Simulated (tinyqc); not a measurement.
Transfer curve: field-effect mobility of a thin-film transistor with band-tail and deep states (multiple trapping). Computed by tinyqc, a small Python program. Command: `OMP_NUM_THREADS=1 python tinyqc.py 3026698 3026699 out.jsonl tft walk`. One thread of a shared host (Intel(R) Xeon(R) Processor @ 2.30GHz), about 0.1 s of CPU time with the checks.

A thick film in accumulation at small drain voltage. Only free electrons move; trapped ones still screen the gate. N_c and mu_0 are held fixed when T changes, leaving out the T^(3/2) growth of N_c. x = E_0 - psi is the distance of the Fermi level below the band edge.

Inputs (values chosen for the exercise, modelled on amorphous silicon): permittivity eps = 11.8; effective density of states N_c = 1.9e+20 1/cm^3; band mobility mu_0 = 11 cm^2/(V s); tail density at the edge g_t = 6.7e+21 1/(eV cm^3); tail width E_t = 48 meV; deep-state density g_d = 4.4e+15 1/(eV cm^3); flat-band Fermi level below the edge, E_0 = 0.45 eV; equivalent oxide thickness t = 22 nm; temperature T = 300 K.

Deep states: included.

Constants: k_B = 8.617333262e-05 eV/K; e = 1.602176634e-19 C; eps_0 = 8.8541878128e-12 F/m.

Method:
- F_j(eta) = int_0^infinity x^j/(1 + exp(x - eta)) dx, without a gamma-function factor.
- Integrals over x = E/(k_B T) use 160 Gauss-Legendre points in u = sqrt(x) from 0 to sqrt(max(eta, 0) + 32).
- Free n(x) = N_c (2/sqrt(pi)) F_1/2(-x/k_B T), with F_1/2 from its two-term series in exp(-x/k_B T) for x >= 12 k_B T; tail n_t(x) = int_0^1.2eV g_t exp(-E/E_t)/(1 + exp((x - E)/k_B T)) dE, E counted down from the edge, 120 Gauss-Legendre points; deep charge g_d psi; space charge rho(psi) = n + n_t + g_d psi less its value at psi = 0.
- Poisson: F(psi) = sqrt((2 e/(eps eps_0)) int_0^psi rho dpsi'); V_G - V_FB = psi_s + eps F(psi_s) t/3.9; free sheet density N_f = int (n - n(E_0))/F dpsi; induced sheet density N_i = eps eps_0 F(psi_s)/e; trapezoid rule on 301 even points in psi, the first interval left out of N_f.
- mu_eff = mu_0 N_f/N_i; field-effect mobility mu_FE = mu_0 e (dN_f/dV_G)/C_ox and swing S = dV_G/dlog10(N_f), by a central difference of +/- 2 mV in psi_s; C_ox = 3.9 eps_0/t.

Against the band bending:
```
psi_s (V)  V_G - V_FB (V)  N_f (1/cm^2)  mu_eff (cm^2/(V s))  mu_FE (cm^2/(V s))  S (mV/decade)
0.16                1.008    7.6733e+08               0.0102          2.0314e-02            977
0.23                2.092    4.9979e+09               0.0301          7.2685e-02           1779
0.28                3.452    1.9919e+10               0.0705          1.8156e-01           2838
0.32                5.134    6.1063e+10               0.1424          3.7960e-01           4161
0.36                7.612    1.8837e+11               0.2917          8.0127e-01           6081
0.40               11.201    5.7908e+11               0.6020          1.7021e+00           8800
0.43               14.817    1.3171e+12               1.0279          2.9252e+00          11645
0.46               19.347    2.8410e+12               1.6890          4.6269e+00          15878
0.50               26.944    6.7950e+12               2.8852          6.8792e+00          25537
```

What does the comparison show, and why?

The steepest swing among the rows is 977 mV/decade. mu_eff climbs from 0.010 to 2.9, 26 % of mu_0 in the last row. Between rows 6 and 7 N_f scales as (V_G - V_FB - psi_s)^2.87; an exponential tail holding all the charge would give the larger of 1 and 2 E_t/k_B T - 1, here 2.71, and free charge alone 1; charge in deep states makes the exponent larger and lets it vary with V_G. The last row needs an oxide field above 5 MV/cm, near or beyond breakdown.
